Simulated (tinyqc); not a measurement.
# A square-lattice strip 2 sites wide, recursive Green functions: several studies

The device has N = 5 slices of 2 site(s), nearest-neighbour hopping -t, and site energies U; the leads are semi-infinite continuations with site energy 0. V = <i+1|H|i> = -t 1.

Parameters, values chosen for the exercise:
- t = 1 eV (hopping (matrix element -t))
- U = [-0.87, 0.69, 0.39, 0.7, 0.43, -0.23, -0.8, -0.25, -0.7, -0.12] eV (site energies, slice by slice (2 a slice))
- E = 1.11 eV (energy)

Each table varies one quantity; the others keep the values above.

## Effect of the strength of the potential

Transverse modes n = 1..2: chi_n(j) = sqrt(2/3) sin(pi n j/3), energy e_n = -2 t cos(pi n/3). Sigma = t^2 sum_n chi_n chi_n^T g(E - e_n), g(x) = (x - i sqrt(4 t^2 - x^2))/(2 t^2) for |x| < 2 t and (x - sign(x) sqrt(x^2 - 4 t^2))/(2 t^2) otherwise; Gamma = i (Sigma - Sigma^dagger); both leads give the same. Forward pass: g_1 = (E - H_1 - Sigma)^(-1), g_i = (E - H_i - V g_(i-1) V^dagger)^(-1), with Sigma also subtracted on the last slice; G_(i,1) = g_i V G_(i-1,1), starting from g_1. H_i is the block of slice i: its site energies on the diagonal and -t between neighbouring rows. T(E) = Tr[Gamma G_(N,1) Gamma G_(N,1)^dagger]. All U are multiplied by the factor sc.

Effect of the strength of the potential:
```
sc	T(E)	reflection, modes - T(E)
0	1.000	0
0.38	0.9959	0.004131
0.75	0.7839	0.2161
1.12	0.2347	0.7653
1.5	0.04358	0.9564
1.88	0.02714	0.9729
2.25	0.1141	0.8859
2.62	0.4072	0.5928
3	0.4796	0.5204
```

T(E) goes from 1.00 through a minimum of 0.0271 (at sc = 1.88 among the rows listed) to 0.480. At sc = 0 the device equals the leads and transmits all 1 open mode(s). Between the first two non-zero rows the reflection goes as sc^(5.82); the sc^2 of weak scattering holds only at smaller sc than these rows.

## The device repeated

Same model as above.

The list U is repeated k times, so the device has k N slices.

The device repeated:
```
k	T(E)	ln T(E)
1	0.38792	-0.94697
2	0.86365	-0.14658
3	0.48964	-0.71409
4	0.71623	-0.33375
5	0.59844	-0.51343
6	0.54656	-0.60411
8	0.47252	-0.74967
10	0.49171	-0.70987
12	0.60755	-0.49832
```

T(E) moves between 0.388 and 0.864 and does not die away: at least one band of the periodic structure that the repeats form is open at this energy.

## Transmission against energy

Same model as above.

Transmission against energy:
```
E (eV)	open modes	T(E)	T(E) per open mode
-2.9	1	0.3480	0.3480
-2.42	1	0.5584	0.5584
-1.93	1	0.8057	0.8057
-1.45	1	0.7762	0.7762
-0.97	2	0.7566	0.3783
-0.48	2	1.153	0.5764
0	2	1.275	0.6375
0.48	2	1.294	0.6469
0.97	2	0.4469	0.2234
1.45	1	0.9291	0.9291
1.93	1	0.9321	0.9321
2.42	1	0.5305	0.5305
2.9	1	0.1331	0.1331
```

What does the table show?

T(E) lies between 0.133 (E = 2.9 eV) and 1.29 (E = 0.48 eV) in these rows. The leads offer 1 to 2 open mode(s), of which the mean share 0.58 is transmitted.

Computed by the program tinyqc: `OMP_NUM_THREADS=1 python tinyqc.py 2660110 2660111 out.jsonl`, one thread of a shared Intel Xeon 2.30GHz, about 0.02 s for the whole run.
